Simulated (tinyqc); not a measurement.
Worked calculation: sp3 tight binding, zinc-blende lattice. Computed by tinyqc, a small Python program that keeps every step. Command: `OMP_NUM_THREADS=1 python tinyqc.py 25612 25613 out.jsonl` (the two numbers bound the seeds that draw the settings). One thread of a shared host (Intel(R) Xeon(R) Processor @ 2.60GHz), about 0.01 s of CPU time with the checks.

## Bloch Hamiltonian at k

Parameters chosen for this model: zinc-blende lattice, anion at 0, cation at a/4 (1,1,1); V = eta hbar^2 / (m d^2), hbar^2/m = 7.619964 eV angstrom^2:
```
parameter          value      unit
a               5.740000  angstrom
d               2.485493  angstrom
Es anion      -14.030000        eV
Ep anion       -7.720000        eV
Es cation     -14.030000        eV
Ep cation      -7.720000        eV
eta ss         -1.460000
eta sp          1.660000
eta pp sigma    2.180000
eta pp pi      -0.860000
V ss           -1.800863        eV
V sp            2.047557        eV
V pp sigma      2.688960        eV
V pp pi        -1.060782        eV
```

k point k (2 pi / a): -0.500000  -0.280000  -0.010000

Slater-Koster rules over the four bonds with direction cosines (l, m, n): ss V_ss; s-px l V_sp; px-s -l V_sp; px-px l^2 V_pps + (1 - l^2) V_ppp; px-py l m (V_pps - V_ppp); each times exp(i k.d).

H(k) at k (eV), lower triangle (Hermitian):
```
                      a s                 a px                 a py                 a pz
a s            -14.030000
a px             0.000000            -7.720000
a py             0.000000             0.000000            -7.720000
a pz             0.000000             0.000000             0.000000            -7.720000
c s   -4.608268+0.034065i   0.022362-3.025048i   0.047521-1.423480i   1.423480-0.047521i
c px  -0.022362+3.025048i   0.483973-0.003578i  -1.505068+0.050245i  -0.050245+1.505068i
c py  -0.047521+1.423480i  -1.505068+0.050245i   0.483973-0.003578i  -0.023643+3.198432i
c pz  -1.423480+0.047521i  -0.050245+1.505068i  -0.023643+3.198432i   0.483973-0.003578i

             c s       c px       c py       c pz
c s   -14.030000
c px    0.000000  -7.720000
c py    0.000000   0.000000  -7.720000
c pz    0.000000   0.000000   0.000000  -7.720000
```

## Levels at k

Diagonalise the Hermitian matrix.

eigenvalues (eV): -19.666984  -13.169483  -11.772058  -10.447424  -6.227008  -5.706568  -4.166844  -3.223631

weights |c|^2 of the basis functions:
```
        band 1    band 2    band 3    band 4    band 5    band 6    band 7    band 8
a s   0.461258  0.226466  0.008127  0.028110  0.213646  0.016970  0.013804  0.031619
a px  0.029439  0.098182  0.061066  0.163686  0.110394  0.398500  0.010942  0.127790
a py  0.007928  0.065375  0.170731  0.252303  0.006565  0.072198  0.248890  0.176011
a pz  0.001375  0.109977  0.260075  0.055901  0.169395  0.012332  0.226364  0.164580
c s   0.461258  0.226466  0.008127  0.028110  0.213646  0.016970  0.013804  0.031619
c px  0.029439  0.098182  0.061066  0.163686  0.110394  0.398500  0.010942  0.127790
c py  0.007928  0.065375  0.170731  0.252303  0.006565  0.072198  0.248890  0.176011
c pz  0.001375  0.109977  0.260075  0.055901  0.169395  0.012332  0.226364  0.164580
```

## Bloch Hamiltonian at X

k point X (2 pi / a): 1  0  0

As before.

H(k) at X (eV), lower triangle (Hermitian):
```
                     a s                a px                a py                a pz
a s           -14.030000
a px            0.000000           -7.720000
a py            0.000000            0.000000           -7.720000
a pz            0.000000            0.000000            0.000000           -7.720000
c s             0.000000  0.000000+4.728630i            0.000000            0.000000
c px  0.000000-4.728630i            0.000000            0.000000            0.000000
c py            0.000000            0.000000            0.000000  0.000000-4.999657i
c pz            0.000000            0.000000  0.000000-4.999657i            0.000000

             c s       c px       c py       c pz
c s   -14.030000
c px    0.000000  -7.720000
c py    0.000000   0.000000  -7.720000
c pz    0.000000   0.000000   0.000000  -7.720000
```

## Levels at X

As before.

eigenvalues (eV): -16.559537  -16.559537  -12.719657  -12.719657  -5.190463  -5.190463  -2.720343  -2.720343

## Bands along a path

The same steps at evenly spaced points between the labelled ones.

Bands along the path (eV):
```
k             band 1      band 2      band 3      band 4     band 5     band 6     band 7     band 8
L         -18.706200  -15.590183  -10.598092  -10.598092  -7.179484  -4.841908  -4.841908  -2.024133
L-G 0.20  -19.164903  -14.901023  -10.467193  -10.467193  -7.150182  -4.972807  -4.972807  -2.283892
L-G 0.40  -19.964182  -13.420668  -10.090506  -10.090506  -7.073818  -5.349494  -5.349494  -3.041332
L-G 0.60  -20.646315  -11.642930   -9.519012   -9.519012  -6.980229  -5.920988  -5.920988  -4.230526
L-G 0.80  -21.083748   -9.785322   -8.863974   -8.863974  -6.906297  -6.576026  -6.576026  -5.724634
G         -21.233453   -8.476527   -8.476527   -8.476527  -6.963473  -6.963473  -6.963473  -6.826547
G-X 0.20  -21.033050   -9.424300   -9.424300   -9.400634  -6.848341  -6.217975  -6.015700  -6.015700
G-X 0.40  -20.437278  -11.047340  -10.721783  -10.721783  -6.528395  -5.486988  -4.718217  -4.718217
G-X 0.60  -19.464700  -12.891818  -11.789177  -11.789177  -6.074708  -5.068774  -3.650823  -3.650823
G-X 0.80  -18.152185  -14.770809  -12.480700  -12.480700  -5.590025  -4.986981  -2.959300  -2.959300
X         -16.559537  -16.559537  -12.719657  -12.719657  -5.190463  -5.190463  -2.720343  -2.720343
X-W 0.20  -16.559537  -16.559537  -12.719657  -12.719657  -5.190463  -5.190463  -2.720343  -2.720343
X-W 0.40  -16.559537  -16.559537  -12.719657  -12.719657  -5.190463  -5.190463  -2.720343  -2.720343
X-W 0.60  -16.559537  -16.559537  -12.719657  -12.719657  -5.190463  -5.190463  -2.720343  -2.720343
X-W 0.80  -16.559537  -16.559537  -12.719657  -12.719657  -5.190463  -5.190463  -2.720343  -2.720343
W         -16.559537  -16.559537  -12.719657  -12.719657  -5.190463  -5.190463  -2.720343  -2.720343
```

With 4 band(s) filled, the highest filled level on these points lies at G and the lowest empty one at L: a gap of 1.2970 eV, indirect.
